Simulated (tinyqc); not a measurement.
Reflectance across the plasma edge: free-carrier optics of a doped semiconductor (Drude model with one polar phonon).

eps(E) = ei [1 - Ep^2/(E^2 + i E Gam)] + (es - ei) wT^2/(wT^2 - E^2 - i E gT), with Ep^2 = 8 pi c (e^2/(4 pi eps0)) N/(m ei), c = hbar^2/2m0, N in 1/angstrom^3 (1e-24 per 1/cm^3); Gam = hbar/tau, tau = mu m m0/e with m0/e = 5.685630e-12 kg/C and mu in m^2/(V s). Energies in meV.

n + i k = sqrt(eps1 + i eps2) with k >= 0; R = ((n - 1)^2 + k^2)/((n + 1)^2 + k^2) at normal incidence from vacuum; alpha = 2 E k/(hbar c), times 1e8 for 1/cm; loss function Im(-1/eps) = eps2/(eps1^2 + eps2^2).

Constants: hbar^2/2m0 = 3.80998211 eV angstrom^2; e^2/(4 pi eps0) = 14.39964547 eV angstrom; hbar = 6.58211957e-16 eV s; hbar c = 1973.269805 eV angstrom.

Inputs chosen for the exercise (mass and dielectric values near those of GaAs; N and mu are free inputs; interband absorption and the rise of the mass with filling are left out; shifted at random, so the results belong to these values and not to a real crystal):

| symbol | value | unit | meaning |
|---|---|---|---|
| N | 3.6e+18 | 1/cm^3 | carrier density |
| m | 0.0714 | m0 | conductivity mass |
| mu | 1400 | cm^2/(V s) | mobility |
| ei | 10.7 |  | high-frequency dielectric constant |
| wT | 33.1 | meV | TO phonon |
| es | 12.46 |  | static dielectric constant |
| gT | 0.5 | meV | phonon damping |

Spectrum:

| E (meV) | eps1 | eps2 | R | alpha (1/cm) |
|---|---|---|---|---|
| 8.1 | -335.49 | 497.67 | 0.926 | 1.78e+04 |
| 24.2 | -82.11 | 46.31 | 0.902 | 2.30e+04 |
| 40.3 | -32.48 | 11.50 | 0.894 | 2.36e+04 |
| 56.4 | -11.20 | 4.32 | 0.822 | 1.95e+04 |
| 68.5 | -4.24 | 2.44 | 0.675 | 1.48e+04 |
| 80.6 | -0.14 | 1.51 | 0.206 | 7.44e+03 |
| 88.7 | 1.73 | 1.14 | 0.054 | 3.71e+03 |
| 100.8 | 3.73 | 0.78 | 0.107 | 2.04e+03 |
| 120.9 | 5.84 | 0.45 | 0.173 | 1.14e+03 |
| 161.2 | 7.96 | 0.19 | 0.227 | 554 |
| 241.8 | 9.48 | 0.06 | 0.260 | 226 |
| 403.0 | 10.26 | 0.01 | 0.275 | 78.5 |

What can be read from this table?

Ep = 80.6 meV and Gam = 11.6 meV. R is 0.926 at the lowest energy and lowest, 0.054, at 88.7 meV of those listed; without damping and phonon it would vanish at Ep sqrt(ei/(ei - 1)) = 84.7 meV. At the highest energy R is 0.275, against 0.283 for ei alone. Between the last two rows alpha goes as E^-2.07, where the Drude limit far above Ep and Gam is E^-2. Inside the metallic range the phonon cuts a dip in R near L-, below wT = 33.1 meV, which the rows may miss.

tinyqc: `OMP_NUM_THREADS=1 python tinyqc.py 1651444 1651445 out.jsonl`; about 0.01 s, one thread, shared Intel(R) Xeon(R) Processor @ 2.30GHz.
